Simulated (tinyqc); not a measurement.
# Interdiffusion of a quantum well during annealing: blurred potential and shift of the confined levels, step by step

A worked calculation. Computed by tinyqc, a small Python program that keeps every step. Command: `OMP_NUM_THREADS=1 python tinyqc.py 3025948 3025949 out.jsonl qwi walk`. One thread of a shared host (Intel(R) Xeon(R) Processor @ 2.30GHz), about 0.07 s of CPU time with the checks. Intermediate numbers are printed to about 5 digits and carried at full precision; extremes and crossings named in words are read from the listed rows.

A square well of width w is blurred by Fick diffusion with a constant coefficient; band offsets are linear in composition, masses are uniform, and strain and excitons are ignored.

Inputs (values chosen for the exercise, modelled on InGaAs in GaAs):
```
quantity                value    unit
well width w              4.1      nm
electron mass m_e      0.0552     m_0
hole mass m_h           0.376     m_0
conduction offset V_c    0.12      eV
valence offset V_v      0.059      eV
prefactor D0            0.029  cm^2/s
activation energy E      3.47      eV
anneal temperature T      870       C
anneal time t            1300       s
```

Constants: k_B = 8.617333262e-05 eV/K; hbar^2/(2 m_0) = 3.80998212 eV angstrom^2.

## Diffusion length

D = D0 exp(-E/(k_B T)); L = sqrt(D t); share of well material at the centre erf(w/(4L)); 1 nm = 1e-7 cm. Temperatures in kelvin are T(C) + 273.15.

diffusivity D = 1.4598e-17 cm^2/s

diffusion length L = 1.3776 nm

ratio L/w = 0.33600

share at the centre = 0.70732

## Levels before the anneal

Square well, ground state: take the lowest root of k tan(k w/2) = kappa, k^2 = E/c, kappa^2 = (V - E)/c, c = hbar^2/(2m) with hbar^2/(2 m_0) in eV angstrom^2.

electron level before the anneal = 73.726 meV

hole level before the anneal = 20.957 meV

Caution: the well mass is used in the barriers too; a heavier barrier mass would lower these levels.

## Levels after the anneal

With L = sqrt(D t) and the share at the centre erf(w/(4L)). After the anneal: V(z) = V {1 - (1/2)[erf((w/2 - z)/(2L)) + erf((w/2 + z)/(2L))]}, energies counted from the original well bottom. Finite differences on 3000 points over |z| < w/2 + 6L + 25 nm; shifts are taken against the same grid with cell-averaged square steps. Rise of the bottom = V (1 - share at the centre). Overlap = |<electron|hole>|^2.

shift of the electron level = 11.924 meV

shift of the hole level = 12.51 meV

blue shift of the transition = 24.434 meV

rise of the gap at the centre = 52.390 meV

overlap = 0.896

The centre has taken up barrier material, which carries much of the shift.

## Shift against diffusion length

First-order estimate for small L: the shift is 2 L^2 V |d(psi^2)/dz| at an edge, with psi the normalised square-well state: psi^2 = cos^2(k z)/(w/2 + 1/kappa) inside, so |d(psi^2)/dz| = k sin(k w)/(w/2 + 1/kappa).

Shifts (meV):
```
L/w   L (nm)  share at the centre  electron    hole     sum  first-order sum
0.02   0.082                    1     0.084    0.09   0.174          0.18064
0.04   0.164                    1     0.326   0.346   0.673          0.72258
0.07   0.287              1.00000     0.951   1.004   1.955           2.2129
0.1     0.41              0.99959     1.838   1.941   3.779           4.5161
0.15   0.615              0.98158     3.741   3.972   7.713           10.161
0.2     0.82              0.92290     5.942   6.331  12.274           18.064
0.3     1.23              0.76141    10.423  11.006  21.429           40.645
0.45   1.845              0.56794    16.101  16.505  32.606           91.451
0.7     2.87              0.38649    22.625  22.199  44.824           221.29
1        4.1              0.27633    27.497  26.047  53.545           451.61
```

The sum grows as L^1.95 between the first rows (L^2, linear in time, in first order) and as L^0.50 between the last, as it bends towards the limit V_c + V_v less the original levels, 84.3 meV. The first-order form is off by +4 % in the first row and +20 % at L/w = 0.1; it needs L well below the decay length 1/kappa. At L/w = 0.2 the hole level has moved by the larger share of its offset (10.7 % for the hole, 5.0 % for the electron).

Checks made by the program: finite differences against the square-well equation (relative difference 6e-06).
